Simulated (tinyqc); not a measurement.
Empirical pseudopotential in a few plane waves, step by step. Computed by tinyqc, a small Python program that keeps every step. Settings: plane-wave index or count = 15. Command: `OMP_NUM_THREADS=1 python tinyqc.py 25206 25207 out.jsonl` (the two numbers bound the seeds that draw the settings). One thread of a shared host (Intel(R) Xeon(R) Processor @ 2.60GHz), about 0.2 s of CPU time with the checks.

## Bloch Hamiltonian at k

Parameters chosen for this model: fcc lattice, atoms at +/- a/8 (1,1,1); form factors in rydberg at |G|^2 in units of (2 pi/a)^2:

| parameter | value | unit |
|---|---|---|
| a | 5.970000 | angstrom |
| VS(3) | -0.199000 | Ry |
| VS(8) | 0.039000 | Ry |
| VS(11) | 0.053000 | Ry |
| VA(3) | 0.075000 | Ry |
| VA(4) | 0.027000 | Ry |
| VA(11) | 0.029000 | Ry |
| hbar^2/2m (2 pi/a)^2 | 4.220209 | eV |

k point k (2 pi / a): 0.2400  0.1100  0.1800

Basis: the 15 shortest G (labels in 2 pi/a), the same at every k. H(G,G') = c |k + G|^2 delta + VS(|G-G'|^2) cos((G-G').tau) + i VA sin((G-G').tau), tau = a/8 (1,1,1); 1 Ry = 13.605693 eV.

H(k) at k (eV):
```
                 +0+0+0           -1-1-1           -1-1+1           -1+1-1
+0+0+0           0.4309   1.9145+0.7216i  -1.9145+0.7216i  -1.9145+0.7216i
-1-1-1   1.9145-0.7216i           8.6181   0.0000-0.3674i   0.0000-0.3674i
-1-1+1  -1.9145-0.7216i   0.0000+0.3674i          11.6566           0.5306
-1+1-1  -1.9145-0.7216i   0.0000+0.3674i           0.5306          10.4750
-1+1+1  -1.9145+0.7216i          -0.5306   0.0000+0.3674i   0.0000+0.3674i
+1-1-1  -1.9145-0.7216i   0.0000+0.3674i           0.5306           0.5306
+1-1+1  -1.9145+0.7216i          -0.5306   0.0000+0.3674i           0.0000
+1+1-1  -1.9145+0.7216i          -0.5306           0.0000   0.0000+0.3674i
+1+1+1   1.9145+0.7216i           0.0000          -0.5306          -0.5306
-2+0+0   0.0000-0.3674i  -1.9145+0.7216i  -1.9145-0.7216i  -1.9145-0.7216i
+0-2+0   0.0000-0.3674i  -1.9145+0.7216i  -1.9145-0.7216i   0.5099-0.2790i
+0+0-2   0.0000-0.3674i  -1.9145+0.7216i   0.5099-0.2790i  -1.9145-0.7216i
+0+0+2   0.0000+0.3674i  -0.5099-0.2790i   1.9145+0.7216i  -0.5099+0.2790i
+0+2+0   0.0000+0.3674i  -0.5099-0.2790i  -0.5099+0.2790i   1.9145+0.7216i
+2+0+0   0.0000+0.3674i  -0.5099-0.2790i  -0.5099+0.2790i  -0.5099+0.2790i

                 -1+1+1           +1-1-1           +1-1+1           +1+1-1
+0+0+0  -1.9145-0.7216i  -1.9145+0.7216i  -1.9145-0.7216i  -1.9145-0.7216i
-1-1-1          -0.5306   0.0000-0.3674i          -0.5306          -0.5306
-1-1+1   0.0000-0.3674i           0.5306   0.0000-0.3674i           0.0000
-1+1-1   0.0000-0.3674i           0.5306           0.0000   0.0000-0.3674i
-1+1+1          13.5135           0.0000           0.5306           0.5306
+1-1-1           0.0000          12.6695   0.0000-0.3674i   0.0000-0.3674i
+1-1+1           0.5306   0.0000+0.3674i          15.7080           0.5306
+1+1-1           0.5306   0.0000+0.3674i           0.5306          14.5264
+1+1+1   0.0000+0.3674i          -0.5306   0.0000+0.3674i   0.0000+0.3674i
-2+0+0   1.9145-0.7216i   0.5099-0.2790i  -0.5099-0.2790i  -0.5099-0.2790i
+0-2+0  -0.5099-0.2790i  -1.9145-0.7216i   1.9145-0.7216i  -0.5099-0.2790i
+0+0-2  -0.5099-0.2790i  -1.9145-0.7216i  -0.5099-0.2790i   1.9145-0.7216i
+0+0+2  -1.9145+0.7216i  -0.5099+0.2790i  -1.9145+0.7216i   0.5099+0.2790i
+0+2+0  -1.9145+0.7216i  -0.5099+0.2790i   0.5099+0.2790i  -1.9145+0.7216i
+2+0+0   0.5099+0.2790i   1.9145+0.7216i  -1.9145+0.7216i  -1.9145+0.7216i

                 +1+1+1           -2+0+0           +0-2+0           +0+0-2
+0+0+0   1.9145-0.7216i   0.0000+0.3674i   0.0000+0.3674i   0.0000+0.3674i
-1-1-1           0.0000  -1.9145-0.7216i  -1.9145-0.7216i  -1.9145-0.7216i
-1-1+1          -0.5306  -1.9145+0.7216i  -1.9145+0.7216i   0.5099+0.2790i
-1+1-1          -0.5306  -1.9145+0.7216i   0.5099+0.2790i  -1.9145+0.7216i
-1+1+1   0.0000-0.3674i   1.9145+0.7216i  -0.5099+0.2790i  -0.5099+0.2790i
+1-1-1          -0.5306   0.5099+0.2790i  -1.9145+0.7216i  -1.9145+0.7216i
+1-1+1   0.0000-0.3674i  -0.5099+0.2790i   1.9145+0.7216i  -0.5099+0.2790i
+1+1-1   0.0000-0.3674i  -0.5099+0.2790i  -0.5099+0.2790i   1.9145+0.7216i
+1+1+1          17.5649  -0.5099-0.2790i  -0.5099-0.2790i  -0.5099-0.2790i
-2+0+0  -0.5099+0.2790i          13.2603           0.5306           0.5306
+0-2+0  -0.5099+0.2790i           0.5306          15.4548           0.5306
+0+0-2  -0.5099+0.2790i           0.5306           0.5306          14.2732
+0+0+2  -1.9145-0.7216i          -0.5306          -0.5306           0.0000
+0+2+0  -1.9145-0.7216i          -0.5306           0.0000          -0.5306
+2+0+0  -1.9145-0.7216i           0.0000          -0.5306          -0.5306

                 +0+0+2           +0+2+0           +2+0+0
+0+0+0   0.0000-0.3674i   0.0000-0.3674i   0.0000-0.3674i
-1-1-1  -0.5099+0.2790i  -0.5099+0.2790i  -0.5099+0.2790i
-1-1+1   1.9145-0.7216i  -0.5099-0.2790i  -0.5099-0.2790i
-1+1-1  -0.5099-0.2790i   1.9145-0.7216i  -0.5099-0.2790i
-1+1+1  -1.9145-0.7216i  -1.9145-0.7216i   0.5099-0.2790i
+1-1-1  -0.5099-0.2790i  -0.5099-0.2790i   1.9145-0.7216i
+1-1+1  -1.9145-0.7216i   0.5099-0.2790i  -1.9145-0.7216i
+1+1-1   0.5099-0.2790i  -1.9145-0.7216i  -1.9145-0.7216i
+1+1+1  -1.9145+0.7216i  -1.9145+0.7216i  -1.9145+0.7216i
-2+0+0          -0.5306          -0.5306           0.0000
+0-2+0          -0.5306           0.0000          -0.5306
+0+0-2           0.0000          -0.5306          -0.5306
+0+0+2          20.3503           0.5306           0.5306
+0+2+0           0.5306          19.1686           0.5306
+2+0+0           0.5306           0.5306          21.3631
```

## Levels at k

Diagonalise the Hermitian matrix.

eigenvalues (eV): -2.1609  6.7243  8.2988  8.6367  11.5160  12.5834  12.9971  13.9644  15.1697  15.8190  17.3919  19.5654  21.2417  22.0196  25.2662

## Bands along a path

The same steps at evenly spaced points between the labelled ones.

Bands along the path (eV), lowest eight:

| k | band 1 | band 2 | band 3 | band 4 | band 5 | band 6 | band 7 | band 8 |
|---|---|---|---|---|---|---|---|---|
| L | -0.7456 | 3.3654 | 8.1445 | 8.1445 | 10.6252 | 12.9682 | 12.9682 | 16.7729 |
| L-G 0.33 | -1.4902 | 4.5910 | 8.2219 | 8.2219 | 10.7686 | 12.9809 | 12.9809 | 16.6155 |
| L-G 0.67 | -2.2207 | 6.9123 | 8.6168 | 8.6168 | 11.3264 | 12.7867 | 12.7867 | 13.7044 |
| G | -2.4905 | 8.9151 | 8.9151 | 8.9151 | 11.0941 | 12.2810 | 12.2810 | 12.2810 |
| G-X 0.33 | -2.1292 | 6.9929 | 8.1042 | 8.1042 | 11.3518 | 12.8259 | 13.7347 | 13.7347 |
| G-X 0.67 | -1.1273 | 4.6383 | 7.1953 | 7.1953 | 10.4789 | 11.4989 | 16.5043 | 16.5043 |
| X | -0.0638 | 3.2133 | 6.9845 | 6.9845 | 10.3069 | 10.7932 | 19.7647 | 19.7647 |

With 4 band(s) filled, the highest filled level on these points lies at G and the lowest empty one at X: a gap of 1.3919 eV, indirect. This holds for the small fixed basis; with all plane waves up to |k + G|^2 = 21 (2 pi/a)^2 the gap along the path is 1.38 eV.

## Convergence with the number of plane waves

Levels at G counted from the fourth one.

Levels (eV):

| plane waves | level 1 | level 5 | level 8 |
|---|---|---|---|
| 9 | -13.9055 | 0.7347 | 2.7139 |
| 15 | -11.4056 | 2.1791 | 3.3660 |
| 27 | -10.7256 | 2.2080 | 3.5118 |
| 51 | -10.7291 | 2.1943 | 3.6055 |
| 59 | -10.7483 | 2.1994 | 3.4428 |
| 65 | -10.7497 | 2.2004 | 3.4117 |
| 89 | -10.7276 | 2.1948 | 3.4297 |
